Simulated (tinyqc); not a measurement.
Zigzag graphene nanoribbon in tight binding: one step. The edge state from the half-plane solution. Four cases, with inputs chosen for the exercise.

Task: On a half plane the state lives on one sublattice with amplitudes (-x)^n, x = 2 cos(k/2): weight 1 - x^2 on the edge site, decay length -1.5 acc/ln x of the amplitude. The two edges mix to |E| = sqrt(D^2 + e^2), e about t x^N (1 - x^2).

A zigzag ribbon of N chains, sites A1, B1, A2, ..., BN across it. For each k it is a chain with bonds -2t cos(k/2) (A_n to B_n) and -t (B_n to A_(n+1)), and +D, -D on A and B. A1 and BN are the edge sites; the Dirac points project to k = 2 pi/3.

Give: edge weight; decay length; e; |E|.

Case 1.

Values chosen (near those used for graphene; not measured data): t = 2.76 eV (hopping); N = 5 (zigzag chains); D = 0.35 eV (sublattice potential, +D on A and -D on B); acc = 1.42 angstrom (bond length).

2 cos(k/2) = 0.5060318

Result:

edge weight = 0.7439
decay length = 3.127 angstrom
e = 0.0681 eV
|E| = 0.3566 eV

Diagonalising the chain of 10 sites gives |E| = 0.3566 eV; the estimate is 0.0 % from it.

Case 2.

Values chosen (near those used for graphene; not measured data): t = 2.88 eV (hopping); N = 3 (zigzag chains); D = 0 eV (sublattice potential, +D on A and -D on B); acc = 1.42 angstrom (bond length).

2 cos(k/2) = 0.6495926

Result:

edge weight = 0.5780
decay length = 4.937 angstrom
e = 0.4563 eV
|E| = 0.4563 eV

Diagonalising the chain of 6 sites gives |E| = 0.5238 eV; the estimate is -12.9 % from it, since it drops terms of order x^(2N).

Case 3.

Values chosen (near those used for graphene; not measured data): t = 2.55 eV (hopping); N = 3 (zigzag chains); D = 0.15 eV (sublattice potential, +D on A and -D on B); acc = 1.42 angstrom (bond length).

2 cos(k/2) = 0.6401266

Result:

edge weight = 0.5902
decay length = 4.775 angstrom
e = 0.3948 eV
|E| = 0.4223 eV

Diagonalising the chain of 6 sites gives |E| = 0.4729 eV; the estimate is -10.7 % from it, since it drops terms of order x^(2N).

Case 4.

Values chosen (near those used for graphene; not measured data): t = 2.62 eV (hopping); N = 4 (zigzag chains); D = 0 eV (sublattice potential, +D on A and -D on B); acc = 1.42 angstrom (bond length).

2 cos(k/2) = 0.6778919

Result:

edge weight = 0.5405
decay length = 5.479 angstrom
e = 0.2990 eV
|E| = 0.2990 eV

Diagonalising the chain of 8 sites gives |E| = 0.3288 eV; the estimate is -9.1 % from it, since it drops terms of order x^(2N).

Computed by tinyqc, one run a case: `OMP_NUM_THREADS=1 python tinyqc.py N N+1 out.jsonl` with N = 1480264, 1480471, 1480734, 1481753; one thread of a shared Intel(R) Xeon(R) Processor @ 2.30GHz, about 0.01 s a run at most.
